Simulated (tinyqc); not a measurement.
From a target wavelength to the width: optical transitions of a finite quantum well. Three cases, with inputs chosen for the exercise.

Problem. Which width puts the e1-hh1 edge, hc/(Eg + e1 + hh1), at the wavelength below?

Each carrier sees a square well of width L with its own depth V and masses m (inside), mb (outside); c = hbar^2/2m0, k = sqrt(m E/c), kappa = sqrt(mb (V - E)/c), and level n solves k L + 2 atan[(k/m)/(kappa/mb)] = n pi. The envelope is cos(kz) for odd n and sin(kz) for even n inside, joins exp(-kappa (|z| - L/2)) outside, and is normalised to 1. Excitons and band mixing are left out.

Constants: hbar^2/2m0 = 3.80998211 eV angstrom^2; hc = 1239.841984 eV nm.

Case 1.

Values chosen (near those of an InGaAs well in InP; the results hold for these values, not for the real material): Eg = 0.819 eV (gap of the well); Vc = 0.261 eV (conduction offset); Vv = 0.354 eV (valence offset); me = 0.0404 m0 (electron, well); meb = 0.0806 m0 (electron, barrier); mh = 0.394 m0 (heavy hole along z, well); mhb = 0.529 m0 (heavy hole, barrier).

edge wavelength = 1405.062 nm

Case 2.

Values chosen (near those of a GaAs well in AlGaAs; the results hold for these values, not for the real material): Eg = 1.546 eV (gap of the well); Vc = 0.283 eV (conduction offset); Vv = 0.146 eV (valence offset); me = 0.0677 m0 (electron, well); meb = 0.096 m0 (electron, barrier); mh = 0.35 m0 (heavy hole along z, well); mhb = 0.399 m0 (heavy hole, barrier).

edge wavelength = 766.906 nm

Case 3.

Values chosen (near those of a GaAs well in AlGaAs; the results hold for these values, not for the real material): Eg = 1.509 eV (gap of the well); Vc = 0.178 eV (conduction offset); Vv = 0.095 eV (valence offset); me = 0.0665 m0 (electron, well); meb = 0.0853 m0 (electron, barrier); mh = 0.361 m0 (heavy hole along z, well); mhb = 0.403 m0 (heavy hole, barrier).

edge wavelength = 790.908 nm

Find: e1 + hh1 needed; L; e1; hh1.

Solution. Both confinement energies fall steadily with L, so their sum meets the target once; bisection in L finds it.

Case 1.

e1 + hh1 needed = 63.4 meV
L = 81.0 angstrom
e1 = 52.4 meV
hh1 = 11.0 meV

Case 2.

e1 + hh1 needed = 70.7 meV
L = 66.0 angstrom
e1 = 55.7 meV
hh1 = 15.0 meV

Case 3.

e1 + hh1 needed = 58.6 meV
L = 69.0 angstrom
e1 = 46.2 meV
hh1 = 12.4 meV

Computed by tinyqc, one run a case: `OMP_NUM_THREADS=1 python tinyqc.py N N+1 out.jsonl` with N = 1280452, 1280467, 1280481; one thread of a shared Intel(R) Xeon(R) Processor @ 2.30GHz, about 0.1 s a run at most.
